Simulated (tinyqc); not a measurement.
From volume change from V0 back to static bulk modulus B0: quasi-harmonic thermal expansion with mode Grueneisen parameters. Computed by tinyqc, a small Python program. Command: `OMP_NUM_THREADS=1 python tinyqc.py 3024738 3024739 out.jsonl qha inv`. One thread of a shared host (Intel(R) Xeon(R) Processor @ 2.30GHz), about 0.1 s of CPU time with the checks.

A crystal with two atoms a cell; per atom there are 1 transverse acoustic (TA), 1/2 longitudinal acoustic (LA) and 3/2 optical (O) modes. Every frequency of group i scales as nu_i (V/V0)^(-gamma_i). Each group has one frequency. Static energy: E = (9 V0 B0/16) [y^3 B' + y^2 (2 - 4 y)], y = (V0/V)^(2/3) - 1, with pressure P_s = (3 B0/2) (z^7 - z^5) [1 + (3/4)(B' - 4)(z^2 - 1)], z = (V0/V)^(1/3).

Inputs (values chosen for the exercise, modelled on zinc selenide):
```
quantity                       value             unit
static volume V0                22.8  angstrom^3/atom
static B'                       4.96                -
frequency nu_TA                 1.96              THz
frequency nu_LA                 5.24              THz
frequency nu_O                   7.1              THz
Grueneisen parameter gamma_TA   -1.3                -
Grueneisen parameter gamma_LA    1.2                -
Grueneisen parameter gamma_O     1.4                -
temperature T                    300                K
step factor f                    1.2                -
```

Acoustic groups: Einstein.

Constants: h x 1 THz = 4.135667696 meV; k_B = 8.617333262e-05 eV/K; 1 eV/angstrom^3 = 160.2176634 GPa.

Method:
- For a mode with x = h nu/(k_B T), n = 1/(exp(x) - 1): U = h nu (n + 1/2), C/k_B = x^2 n (n + 1); U_i and C_i sum these over group i with its weight per atom.
- Phonon pressure P_ph = sum_i gamma_i U_i/V.
- Start at V0 and step V(new) = V [1 + f (P_s + P_ph)/B0]; stop when |P_s + P_ph| < 1e-8 GPa, after 60 steps, or when V leaves 0.7 to 1.3 V0.
- B_T = -V d(P_s + P_ph)/dV at fixed T (central difference, step 1e-4 V); alpha_V = sum gamma_i C_i k_B/(B_T V), all at V(T); the linear coefficient is alpha_L = alpha_V/3.
- C_P - C_V = alpha_V^2 B_T V T; the optical frequency is nu_O (V/V0)^(-gamma_O).

Task: A run gave the result below. Find the static bulk modulus B0, known to lie between 46 and 79 GPa.

volume change from V0 = 0.4717899 %

Result:

Each step takes the trial c = (a f_b - b f_a)/(f_b - f_a), f being the result less the target and a, b, c the logarithms of the listed values; c replaces end b, the old b replaces a if the sign of f changed, and otherwise f_a is halved.

Scan of the range:
```
static bulk modulus B0 (GPa)  volume change from V0 (%)
46.0                                           0.656318
50.3                                           0.599688
55.1                                           0.547002
60.3                                           0.499465
66.0                                           0.456024
72.2                                           0.416611
79.0                                           0.380539
```

False position (Illinois rule, in the logarithm of the input) inside the bracket:
```
step    end a    end b    trial  volume change from V0 (%)
1     60.3000  66.0000  63.8716                   0.471332
2     60.3000  63.8716  63.7539                   0.472208
3     63.8716  63.7539  63.8100                   0.471790
4     63.7539  63.8100  63.8100                   0.471790
5     63.8100  63.8100  63.8100                   0.471790
6     63.8100  63.8100  63.8100                   0.471790
7     63.8100  63.8100  63.8100                   0.471790
8     63.8100  63.8100  63.8100                   0.471790
9     63.8100  63.8100  63.8100                   0.471790
10    63.8100  63.8100  63.8100                   0.471790
11    63.8100  63.8100  63.8100                   0.471790
12    63.8100  63.8100  63.8100                   0.471790
```

Volume change from V0 falls at every point of a 13-point scan of the range (every second point is shown), so one value fits; it is bracketed by 60.3 and 66.0. Answer: static bulk modulus B0 = 63.81 GPa.
